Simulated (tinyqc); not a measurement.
Worked calculation: temperature and isotope dependence of a band gap in oscillator models. Values are carried at full precision from step to step, so a last printed digit may differ when a step is redone from the rounded ones.

E(T) = E0 - sum_i sl_i th_i n_i(T), n = 1/(exp(th/T) - 1). The same coupling lowers the gap at 0 K by the zero-point term ZP = sum_i sl_i th_i/2, so the gap of the static lattice is E0 + ZP. Thermal expansion is taken as part of the slopes.

Inputs chosen for the exercise (near those of InP; not measured data):
```
symbol  value             unit   meaning
E0      1.431             eV     gap at 0 K
th      (122, 335)        K      temperatures of two oscillators
sl      (0.1735, 0.2395)  meV/K  their high-temperature slopes
T       600               K      temperature
M       72.85             u      mean atomic mass
dM      -4.79             u      change of the mean mass (not bounded by the natural isotopes)
T12     (200, 390)        K      temperatures of the fits
```

## The gap at T

Give the occupations, the two terms, the gap, ZP and the static gap.

n_i: [4.43497, 1.33733]

terms (meV): [93.875, 107.298]

E(T) = 1.2298 eV
ZP = 50.70 meV
static gap = 1.4817 eV

The thermal fall, 201.2 meV, is larger than the zero-point term, 50.7 meV; the soft oscillator supplies 47 % of the fall but 21 % of ZP. A calculation with clamped ions should be compared with the static gap.

## Slope and asymptote

dE/dT = -sum sl_i (th_i/T)^2 n_i (1 + n_i). At high T, n -> T/th - 1/2, so E -> E0 + ZP - (sum sl_i) T. Give the slope, its ratio to the limit, and the value at 0 K of the tangent drawn at T.

dE/dT = -0.4063 meV/K
ratio to the limiting slope = 0.9837
intercept of the tangent = 1.4736 eV
intercept - E0 = 42.59 meV

The tangent recovers 84 % of ZP: the extrapolation works only from T well above the higher oscillator (335 K).

## Isotope effect

With M -> M + dM the oscillator temperatures scale as M^(-1/2) and the slopes stay. Give th, ZP, E0 (static gap fixed) and E(T) for the new mass, and the linear rule dE0 = ZP dM/(2 M).

th (K): [126.22, 346.59]

ZP = 52.454 meV
shift of E0 = -1.754 meV
linear rule = -1.667 meV
shift of E(T) = -0.285 meV

The lighter crystal has the narrower gap. At 600 K 16 % of the shift at 0 K is left; it fades at high T, where the motion is classical and the mean-square amplitude no longer depends on mass.

## Two common fits

Two-parameter forms are made to pass through the falls at the two temperatures T12: Varshni aV T^2/(T + bV), from the line T^2/fall = (T + bV)/aV; one oscillator s1 t1/(exp(t1/T) - 1), with t1 from the ratio of the falls.

Give the falls and the parameters.

falls (meV): [43.6778, 116.5949]

aV = 0.4888 meV/K
bV = 248 K
t1 = 226.1 K
s1 = 0.4051 meV/K
ZP of the one-oscillator fit = 45.8 meV

The limiting slope of the model is 0.4130 meV/K; Varshni puts it +18 % off and one oscillator -2 %. The ZP of the fit differs from the true one by -4.9 meV.

## Checks

- Slope by finite differences against the formula (meV/K): both 0.40628.
- Fall at 20 times the higher oscillator temperature against the asymptote (meV): 2716.8 against 2716.4.

Run: tinyqc, `OMP_NUM_THREADS=1 python tinyqc.py 1880874 1880875 out.jsonl`; Intel(R) Xeon(R) Processor @ 2.30GHz, one thread, shared host; about 0.01 s of CPU time with all checks.
